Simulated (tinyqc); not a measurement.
Inside a calculation. Method: Born-Oppenheimer dynamics on the UHF/6-311g surface (energies and gradients from PySCF), for H2+, spin multiplicity 2. Computed by tinyqc, a small Python program that keeps every step (integrals from PySCF). Settings: charge = 1, multiplicity = 2, basis = 6-311g, time step (fs) = 2.0, steps = 16. Command: `OMP_NUM_THREADS=1 python tinyqc.py 31096 31097 out.jsonl` (the two numbers bound the seeds that draw the settings). One thread of a shared host (Intel(R) Xeon(R) Processor @ 2.60GHz), about 0.1 s of CPU time with the checks.

positions (bohr):
```
           x         y         z
1H  0.000000  0.000000  0.000000
2H  0.000000  0.000000  1.490994
```

The total energy should stay constant up to terms of order dt^2; the step counts as short enough if it moves by less than 2 % of the largest kinetic energy.

Trajectory:

| time (fs) | 1H-2H (angstrom) | potential (hartree) | kinetic (hartree) | total (hartree) |
|---|---|---|---|---|
| 0.000000 | 0.789000 | -0.56972248 | 0.00028233 | -0.56944015 |
| 2.000000 | 1.023025 | -0.59023647 | 0.01486068 | -0.57537579 |
| 4.000000 | 1.286324 | -0.58369231 | 0.01068426 | -0.57300805 |
| 6.000000 | 1.444768 | -0.57468812 | 0.00216853 | -0.57251959 |
| 8.000000 | 1.475922 | -0.57277224 | 0.00027742 | -0.57249482 |
| 10.000000 | 1.378231 | -0.57866698 | 0.00602510 | -0.57264189 |
| 12.000000 | 1.159340 | -0.58889384 | 0.01493062 | -0.57396322 |
| 14.000000 | 0.879637 | -0.58273292 | 0.00741235 | -0.57532057 |
| 16.000000 | 0.808614 | -0.57328901 | 0.00274477 | -0.57054423 |
| 18.000000 | 1.091993 | -0.59028720 | 0.01773829 | -0.57254891 |
| 20.000000 | 1.352084 | -0.58016633 | 0.00973554 | -0.57043080 |
| 22.000000 | 1.494579 | -0.57161564 | 0.00146290 | -0.57015274 |
| 24.000000 | 1.507637 | -0.57080352 | 0.00065514 | -0.57014838 |
| 26.000000 | 1.390980 | -0.57792068 | 0.00761538 | -0.57030529 |
| 28.000000 | 1.151629 | -0.58911228 | 0.01723919 | -0.57187309 |
| 30.000000 | 0.855182 | -0.58002991 | 0.00695693 | -0.57307299 |
| 32.000000 | 0.811948 | -0.57384922 | 0.00409063 | -0.56975859 |

Is the time step short enough?

No. The total energy moves within 5.9e-03 hartree; that is over 2 % of the largest kinetic energy, so the time step is too long.
